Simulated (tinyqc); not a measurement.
Shockley state of an s-p chain by decimation, step by step. Values are carried at full precision from step to step, so a last printed digit may differ when a step is redone from the rounded ones.

Each site has s at -d/2 and p at +d/2: H0 = diag(-d/2, d/2). The block to the next site on the right is H1 = [[-ts, u], [-u, tp]] (rows s, p of site n; columns s, p of site n + 1). Bulk: H(k) = [[-d/2 - 2 ts cos k, 2i u sin k], [-2i u sin k, d/2 + 2 tp cos k]]. The bands are inverted at k = pi if d < 2 (ts + tp).

Inputs chosen for the exercise: d = 0.97 eV (Ep - Es); ts = 0.98 eV (s-s hopping); tp = 1.39 eV (p-p hopping); u = 1.28 eV (s-p hopping); E = -0.23 eV (energy); eta = 0.05 eV (broadening).

## Bulk bands

Levels and s weight of the lower band at k = j pi/6.

Bands:
```
k/pi   lower (eV)  upper (eV)  s weight, lower
0.000     -2.4450      3.2650            1.000
0.167     -2.4870      3.1971            0.946
0.333     -2.5706      2.9806            0.801
0.500     -2.6055      2.6055            0.593
0.667     -2.5299      2.1199            0.349
0.833     -2.3788      1.6686            0.113
1.000     -2.2950      1.4750            0.000
```

The lower band is s-like at k = 0 and p-like at pi: the bands are inverted, and the gap is a hybridisation gap that can hold a Shockley state.

## First round of decimation

Decimation (Sancho-Rubio) at z = E + i eta: start with es = e = H0, A = H1, B = H1^T. Each round forms g = (z - e)^-1 and sets es += A g B, e += A g B + B g A, A = A g A, B = B g B, doubling the length covered. Stop when all |A| < 1e-10. Surface G = (z - es)^-1, bulk G = (z - e)^-1; densities -Im tr G/pi.

Carry out one round.

g (1/eV), rows s, p and columns alike:
$$\begin{pmatrix}
3.7764-0.7405i & 0.0000 \\
0.0000 & -1.3918-0.0973i
\end{pmatrix}$$

es (eV), rows s, p and columns alike:
$$\begin{pmatrix}
0.8615-0.8706i & 2.2608-1.1020i \\
2.2608-1.1020i & 3.9831-1.4012i
\end{pmatrix}$$

e (eV), rows s, p and columns alike:
$$\begin{pmatrix}
2.2080-1.7412i & 0.0000 \\
0.0000 & 7.4813-2.8025i
\end{pmatrix}$$

A (eV), rows s, p and columns alike:
$$\begin{pmatrix}
5.9072-0.5517i & -7.2134+0.7557i \\
7.2134-0.7557i & -8.8763+1.0251i
\end{pmatrix}$$

## Course of the decimation

All rounds.

Rounds:
```
round  sites covered  largest |A| (eV)  surface density (1/eV)
1                  2              8.94                 2.03832
2                  4              8.61                 0.66803
3                  8            0.0923                 0.64099
4                 16          1.21e-05                 0.64099
5                 32          2.05e-13                 0.64099
```

surface G (1/eV), rows s, p and columns alike:
$$\begin{pmatrix}
-3.3432-1.1797i & 2.9115+0.9833i \\
2.9115+0.9833i & -2.4904-0.8340i
\end{pmatrix}$$

densities (1/eV): surface 0.64099, bulk 0.00572

Converged in 5 rounds. E lies inside the bulk gap (-2.295 to 1.475 eV); once |A| is small it falls roughly as its square in each round, up to a factor. The surface density is 112 times the bulk one, owing to the broadened Shockley level, which peaks near -0.08 eV.

## Checks

- Surface G against the Dyson relation G = (z - H0 - H1 G H1^T)^-1: they agree to 1e-10 or better.

tinyqc: `OMP_NUM_THREADS=1 python tinyqc.py 1480781 1480782 out.jsonl`; about 0.4 s, one thread, shared Intel(R) Xeon(R) Processor @ 2.30GHz.
